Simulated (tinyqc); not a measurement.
What sets the screening length: static screening by free carriers.

kF = (3 pi^2 n/Mv)^(1/3), EF = c kF^2/m with c = hbar^2/2m0, n in 1/angstrom^3 (1e-24 per 1/cm^3), e2 = e^2/(4 pi eps0). Thomas-Fermi: qTF^2 = 6 pi e2 n/(eps EF). Debye: qD^2 = 4 pi e2 n/(eps kB T).

F_j(eta) = (1/Gamma(j + 1)) integral_0^infinity x^j dx/(1 + exp(x - eta)), which tends to exp(eta) for eta << 0.

At finite T: qs^2 = qD^2 F_-1/2(eta)/F_1/2(eta), where n = Mv N F_1/2(eta) and N = 2 (m kB T/(4 pi c))^(3/2) with c = hbar^2/2m0, in 1/angstrom^3; times 1e24 for 1/cm^3.

Constants: hbar^2/2m0 = 3.80998211 eV angstrom^2; e^2/(4 pi eps0) = 14.39964547 eV angstrom; kB = 8.617333262e-05 eV/K.

Inputs chosen for the exercise (near those of Ge; shifted at random, so the results belong to these values and not to a real crystal): n = 8.5e+18 1/cm^3 (carrier density); m = 0.2158 m0 (mass of one isotropic valley); Mv = 4 (valleys); eps = 16.3 (background dielectric constant); T = 400 K.

All results formed anew. Each row changes one parameter from the base and keeps the others.

Results:

| case | Debye (angstrom) | Thomas-Fermi (angstrom) | finite T (angstrom) |
|---|---|---|---|
| base | 19.11 | 14.05 | 20.86 |
| n = 1.7e+19 1/cm^3 | 13.51 | 12.51 | 15.86 |
| m = 0.2805 m0 | 19.11 | 12.32 | 20.31 |
| eps = 19.56 | 20.94 | 15.39 | 22.85 |
| T = 460 K | 20.50 | 14.05 | 22.03 |
| Mv = 5 | 19.11 | 13.04 | 20.53 |

The largest shifts from the base row, up to three for each result and ties (the steps differ in size, so this ranks the rows, not the parameters). Debye (angstrom): n -5.60, eps +1.82, T +1.38; unchanged at the printed digits by m and Mv. Thomas-Fermi (angstrom): m -1.73, n -1.53, eps +1.34; unchanged at the printed digits by T. finite T (angstrom): n -5.00, eps +1.99, T +1.17.

Computed by tinyqc, a small Python program: `OMP_NUM_THREADS=1 python tinyqc.py 1652143 1652144 out.jsonl` (the numbers bound the seed that draws the inputs); one thread of a shared host (Intel(R) Xeon(R) Processor @ 2.30GHz), about 0.01 s for the whole set of steps.
